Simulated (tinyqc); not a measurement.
Elastic trap-assisted tunnelling through a dielectric: effect of the thickness at fixed voltage.

Emitter at x = 0 (Fermi level 0), collector at x = t (Fermi level -V), band edge U(x) = phi - F x, F = V/t. A trap at x has the energy E = U(x) - Et. With G(u) = (4/(3 F)) sqrt(mo/C) max(u, 0)^1.5, C = hbar^2/(2 m0): S1 = G(phi - E) - G(Et), S2 = G(Et) - G(phi - V - E), T1,2 = exp(-S1,2). The steady rate through one trap is nu T1 T2 (f1 - f2)/(T1 + T2), f1 = f(E), f2 = f(E + V), f(y) = 1/(1 + exp(y/Vt)); both contacts offer states at E.

J = q Nt times the integral of the rate over x. Direct S = (4/(3 F)) sqrt(mo/C) [phi^1.5 - max(phi - V, 0)^1.5].

Parameters, values chosen for the exercise; dielectric values close to those of silicon dioxide:

| symbol | value | unit | meaning |
|---|---|---|---|
| T | 350 | K | temperature |
| phi | 3.07 | eV | barrier above the emitter Fermi level |
| mo | 0.51 | m0 | tunnelling mass |
| Et | 2.73 | eV | trap depth below the band edge of the dielectric |
| Nt | 5.4e17 | cm^-3 | trap density |
| nu | 1e14 | 1/s | attempt frequency |
| V | 1.59 | V | voltage |

Constants: q = 1.602176634e-19 C, kB = 1.380649e-23 J/K, hbar = 1.054571817e-34 J s, m0 = 9.1093837015e-31 kg, Vt = kB T/q, hbar^2/(2 m0) = 0.0380998212 eV nm^2. Results are converted to the units shown.

Results:

| t (nm) | J (A/cm^2) | x of the peak over t | larger S there | direct S |
|---|---|---|---|---|
| 2.5 | 0.0406 | 0.458 | 15.0 | 27.4 |
| 3.4 | 1.91e-4 | 0.459 | 20.4 | 37.3 |
| 4.4 | 4.93e-7 | 0.460 | 26.3 | 48.3 |
| 5.3 | 2.31e-9 | 0.460 | 31.7 | 58.2 |
| 6.2 | 1.08e-11 | 0.461 | 37.1 | 68.1 |
| 8.1 | 1.32e-16 | 0.461 | 48.4 | 88.9 |
| 9 | 6.18e-19 | 0.461 | 53.7 | 98.8 |

Estimate the missing row, t = 7.1 nm.

Computed row:

| t (nm) | J (A/cm^2) | x of the peak over t | larger S there | direct S |
|---|---|---|---|---|
| 7.1 | 5.09e-14 | 0.461 | 42.4 | 78.0 |

With this row back in the table: J falls from 0.0406 to 6.18e-19 A/cm^2, on average 2.59 decades a nanometre, against 4.77 for the direct exponent: trap-assisted leakage falls more slowly, so it gains on direct tunnelling as the layer thickens.

Range of the model: Phonon-assisted (inelastic) capture, chains of traps and a spread of trap depths are left out.

Program tinyqc, `OMP_NUM_THREADS=1 python tinyqc.py 2370137 2370138 out.jsonl`; Intel Xeon 2.30GHz, shared host, one thread, about 0.05 s.
